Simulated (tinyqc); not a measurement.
What moves the results of cold (Marzari-Vanderbilt) smearing: smearing for a one-band metal on the fcc lattice.

Lattice vectors (units of a): a1 = (0, 1/2, 1/2), a2 = (1/2, 0, 1/2), a3 = (1/2, 1/2, 0). E(k) = -t A_1(k) - t2 A_2(k), A_m the sum of cos(k . R) over the 12 nearest and 6 second lattice vectors. Mesh k = sum (j_i/N) b_i, j_i = 0 .. N-1.

With x = (E_k - mu)/sigma: cold (Marzari-Vanderbilt) with y = x + 1/sqrt(2), f = erfc(y)/2 + exp(-y^2)/sqrt(2 pi), s = y exp(-y^2)/sqrt(2 pi). With weights w = points/N^d (d the dimension), mu solves 2 sum w f = ne; E = 2 sum w f E_k, S = 2 sum w s, F = E - sigma S.

Values chosen for the exercise: t = 1.47 eV (nearest hopping); t2 = 0.29 eV (second hopping); ne = 0.9 (electrons per cell); N = 4 (unshifted mesh); sigma = 0.735 eV (width).

All sums formed anew.

One parameter was then changed.

Results before and after:
```
case     mu (eV)   E (eV)        S   F (eV)
base      1.5102  -3.7397  -0.0425  -3.7085
changed   2.1799  -3.6634  -0.0134  -3.6536
```

Which of these changes was made? (a) t = 1.617 eV; (b) N = 8; (c) ne = 1; (d) t2 = 0.437 eV; (e) sigma = 1.47 eV.

Answer: (d) t2 = 0.437 eV. Of the candidates, run in turn, only this one gives the changed row.

All candidates:
```
case             mu (eV)   E (eV)        S   F (eV)
base              1.5102  -3.7397  -0.0425  -3.7085
N = 8             1.4360  -3.7606   0.0446  -3.7934
sigma = 1.47 eV   1.6905  -3.6293   0.0557  -3.7112
ne = 1            2.2966  -3.4994   0.0190  -3.5134
t2 = 0.437 eV     2.1799  -3.6634  -0.0134  -3.6536
t = 1.617 eV      1.5126  -4.1260  -0.0432  -4.0943
```

Run: tinyqc, `OMP_NUM_THREADS=1 python tinyqc.py 1650488 1650489 out.jsonl`; Intel(R) Xeon(R) Processor @ 2.30GHz, one thread, shared host; about 0.2 s of CPU time with all checks.
